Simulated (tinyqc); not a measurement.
# Hot electrons in a saturated n-channel MOSFET, lucky-electron model, step by step

Computed by the program tinyqc: `OMP_NUM_THREADS=1 python tinyqc.py 2550028 2550029 out.jsonl`, one thread of a shared Intel Xeon 2.30GHz, about 0.01 s for the whole run. Printed values are rounded.

Beyond pinch-off the lateral field grows as Esat cosh(y/l) over the velocity-saturated region (pseudo-two-dimensional model). Impact ionisation in this region gives the substrate current, which biases the body forward through Rsub. Currents are per width. Local-field laws: they overstate ionisation when the field peak is narrower than an energy relaxation length.

Values chosen for this exercise; values close to those of silicon n-channel devices:
- L = 0.25 um (channel length)
- tox = 5.6 nm (oxide thickness)
- xj = 71 nm (junction depth)
- VT = 0.41 V (threshold)
- mu = 270 cm^2/(V s) (effective mobility)
- vs = 7.5e6 cm/s (saturation velocity)
- Ai = 2e6 1/cm (ionisation prefactor)
- Bi = 1.7 MV/cm (ionisation field)
- Rd = 200 ohm um (resistance of the lightly doped drain)
- Rsub = 5200 ohm um (substrate resistance)
- kb = 0.28 (fall of VT per volt of forward body bias)
- lm = 7 nm (hot-electron mean free path)
- pb = 3.2 V (oxide barrier)
- Cg = 0.002 (prefactor of the gate current)
- m = 3.3 (lifetime exponent)
- Hl = 1600 s uA/um (lifetime constant)
- Vd = 2.3 V (drain voltage)
- Vg = 1.6 V (gate voltage)

Constants: eps0 = 8.8541878128e-14 F/cm where lengths are in cm. Results are converted to the units shown.

## Length and field scales

Cox = 3.9 eps0/tox, l = sqrt(3 tox xj), Esat = 2 vs/mu.

Cox = 0.616631 uF/cm^2
l = 34.5369 nm
Esat = 0.0555556 MV/cm
Esat L = 1.38889 V

## Iteration 1: body bias from the substrate current

Vb at the start = 0 V

Cox = 3.9 eps0/tox. Overdrive g = Vg - VT + kb Vb; Vdsat = g Esat L/(g + Esat L); Id = Cox vs (g - Vdsat); dV = Vd - Id Rd - Vdsat; Em = sqrt((dV/l)^2 + Esat^2); Isub = Id (Ai/Bi) l Em exp(-Bi/Em). Vb(new) = Rsub Isub.

Vdsat = 0.640888 V
Id = 253.950 uA/um
dV = 1.60832 V
Em = 0.468984 MV/cm
Isub = 12.8978 uA/um
Vb after iteration 1 = 0.0670685 V

## Iteration 2: body bias from the substrate current

As before.

Vdsat = 0.646295 V
Id = 260.134 uA/um
dV = 1.60168 V
Em = 0.467074 MV/cm
Isub = 12.9644 uA/um
Vb after iteration 2 = 0.0674151 V

## Course of the iteration: body bias from the substrate current

Stop when Vb changes by less than 1e-9 V, or after 60 iterations.

Course of the iteration:
```
iteration     Vb (V)  |change| (V)
1          0.0670685        0.0671
2          0.0674151       3.47e-4
3          0.0674168       1.73e-6
4          0.0674168       8.64e-9
5          0.0674168      4.31e-11
```

Converged in 5 iterations. At the end each change is about 0.0050 times the one before: linear convergence.

## Gate current, lifetime and channel shortening

Id = 260.166 uA/um
dV = 1.60164 V
Em = 0.467064 MV/cm
Isub = 12.9648 uA/um

Ig = Cg Id exp(-pb/(lm Em)); lifetime tau = (Hl/Id)(Isub/Id)^(-m); length of the saturated region dL = l ln[(dV/l + Em)/Esat]. 1 year = 3.15576e7 s.

Isub/Id = 0.0498327
Ig = 29.2137 pA/um
tau = 0.00387230 years
dL = 97.3484 nm

The lifetime misses ten years. Integrating Ai exp(-Bi/E) over the cosh profile gives Isub/Id = 0.0410, so the closed form is 22 % above it.
